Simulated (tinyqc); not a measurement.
## Cap thickness from the capacitance plateau

Problem. With only the buried channel on, 1/C = 1/Cox + (tc + zc)/(eps0 eps_r), Cox = eps0 eox/tox. Find tc and the oxide-equivalent thickness 3.9 eps0/C.

Values chosen for this exercise; band and dielectric values close to those of silicon:
```
symbol,value,unit,meaning
eps_r,11.9,,relative permittivity
eox,9.23,,relative permittivity of the gate insulator (close to aluminium oxide)
tox,8,nm,insulator thickness
zc,0.8,nm,depth of the hole centroid below the top of the SiGe
```

Constants: eps0 = 8.8541878128e-14 F/cm where lengths are in cm. Results are converted to the units shown.

plateau of C/Cox with only the buried channel on = 0.70096899

Solution. The cap and the centroid act as a second capacitor in series with the insulator.

tc = 3.600 nm
equivalent thickness = 4.822 nm

tinyqc, about 0.02 s, one thread, Intel Xeon 2.30GHz (shared host): `OMP_NUM_THREADS=1 python tinyqc.py 2042132 2042133 out.jsonl`
